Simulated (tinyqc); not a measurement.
Worked calculation: band edges of strained Si(1-x)Ge(x) on relaxed Si(1-y)Ge(y). Values are carried at full precision from step to step, so a last printed digit may differ when a step is redone from the rounded ones.

Values are linear in the Ge fraction but for ED(x) = linear - CD x (1 - x) and a(x) = linear - Ca x (1 - x). Energies are on the common scale of Ev.

Parameters, chosen for this exercise (end members near Si and Ge, in this order; shifted at random, so the results belong to these values and not to a real crystal): a = (5.432, 5.651) angstrom (lattice constant); Dso = (0.044, 0.292) eV (spin-orbit splitting); av = (2.44, 1.25) eV (valence hydrostatic potential); b = (-2.13, -2.53) eV (tetragonal shear potential); d = (-4.73, -5.28) eV (trigonal shear potential); C11 = (164.6, 129.7) GPa; C12 = (63.8, 47.7) GPa; C44 = (79.9, 67.4) GPa; Ev = (0, 0.68) eV (top of the unstrained valence band); ED = (1.155, 0.927) eV (gap to the Delta valleys); EL = (2.044, 0.749) eV (gap to the L valleys); aD = (1.6, 1.42) eV (hydrostatic potential of the Delta gap); aL = (-3.35, -2.82) eV (hydrostatic potential of the L gap); XuD = (9.24, 9.41) eV (uniaxial potential, Delta); XuL = (15.91, 15.71) eV (uniaxial potential, L); CD = 0.18 eV (bowing of the Delta gap); Ca = 0.026 angstrom (bowing of the lattice constant); x = 1 (Ge fraction of the layer); y = 0.61 (Ge fraction of the relaxed buffer); face = 110 (growth face).

## Values of the layer and the buffer

Interpolate at x and at y.

Interpolated values (a in angstrom, C11, C12, C44 in GPa, all else in eV):
```
symbol     layer    buffer
a         5.6510    5.5594
Dso       0.2920    0.1953
av        1.2500    1.7141
b        -2.5300   -2.3740
d        -5.2800   -5.0655
C11     129.7000  143.3110
C12      47.7000   53.9790
C44      67.4000   72.2750
Ev        0.6800    0.4148
ED        0.9270    0.9731
EL        0.7490    1.2541
aD        1.4200    1.4902
aL       -2.8200   -3.0267
XuD       9.4100    9.3437
XuL      15.7100   15.7880
```

## Strain of the layer on a (110) buffer

Coherent growth on a (110) face: e_par = (a(y) - a(x))/a(x), e_perp = -(C11 + 3 C12 - 2 C44)/(C11 + C12 + 2 C44) e_par; exx = eyy = (e_par + e_perp)/2, ezz = e_par, exy = (e_perp - e_par)/2, eyz = ezx = 0.

Use the elastic constants of the layer.

e_par = -0.016209
e_perp = 0.007165

strain tensor in the cubic axes, rows x, y, z and columns alike:
```
[[-0.004522, 0.011687, 0.000000],
 [0.011687, -0.004522, 0.000000],
 [0.000000, 0.000000, -0.016209]]
```

The layer is under compression in the plane; its volume changes by -2.525 %.

## Conduction valleys of the layer

A valley with unit axis u lies at Ev + gap + (av + a_valley) tr(e) + Xu (u.e.u - tr(e)/3); the Delta axes are x, y, z and the L axes [111], [1-1-1], [-11-1], [-1-11]. The second-order shift of the Delta valleys under shear is left out; it lowers the pair normal to the sheared plane by tens of meV at a shear of 1 %.

Give the hydrostatic shifts, the uniaxial shifts and the edges.

hydrostatic shifts of Delta and L (eV): [-0.0674, 0.0396]

uniaxial shifts (eV): Delta x 0.0367, Delta y 0.0367, Delta z -0.0733, L [111] 0.1224, L [1-1-1] -0.1224, L [-11-1] -0.1224, L [-1-11] 0.1224

valley edges (eV): Delta x 1.5762, Delta y 1.5762, Delta z 1.4663, L [111] 1.5910, L [1-1-1] 1.3462, L [-11-1] 1.3462, L [-1-11] 1.5910

The lowest set is L2 (the digit counts whole valleys) at 1.3462 eV; the Delta valleys spread over 110 meV and the L valleys over 245 meV.

## Valence edges of the layer

Valence edges: Ev plus the levels of the 6 x 6 matrix of X, Y, Z times spin with -Dso/3 + l exx + m (eyy + ezz) on the diagonal (cyclic), n exy off it, l = av + 2 b, m = av - b, n = sqrt(3) d. Spin-orbit term (Dso/3) L.sigma on X, Y, Z with (L_k)_ij = -i epsilon_kij: <X+|H|Y+> = -i Dso/3, <X+|H|Z-> = Dso/3, <Y+|H|Z-> = -i Dso/3, <Z+|H|X-> = -Dso/3, <Z+|H|Y-> = i Dso/3, <X-|H|Y-> = i Dso/3, and their conjugates; + and - are the spin along z.

Give the strain block and the three twofold edges.

strain block (eV), rows X, Y, Z and columns alike:
```
[[-0.0611, -0.1069, 0],
 [-0.1069, -0.0611, 0],
 [0, 0, 0.0276]]
```

edges from the top (eV): [0.7173, 0.6155, 0.3205]

The top two edges are split by 102 meV.

## Gap and offsets against the buffer

Buffer: Ev(y) and Ec = Ev(y) + min(ED, EL). dEc = Ec(buffer) - Ec(layer), dEv = Ev(layer) - Ev(buffer); positive values confine the carrier in the layer; type I if both have one sign.

gap of the strained layer = 0.6290 eV
gap of the buffer = 0.9731 eV
dEc = 0.0416 eV
dEv = 0.3025 eV

Type I: electrons collect in the layer (42 meV) and holes in the layer (302 meV). The relaxed layer would have a gap of 0.749 eV, so strain has moved it by -120 meV. An offset this small is within the spread of published parameter sets, so the type is not settled by this model.

## Checks

- Mean of the three Delta edges against the hydrostatic shift alone (eV): both 1.53958.

Run: tinyqc, `OMP_NUM_THREADS=1 python tinyqc.py 1080543 1080544 out.jsonl`; Intel(R) Xeon(R) Processor @ 2.30GHz, one thread, shared host; about 0.01 s of CPU time with all checks.
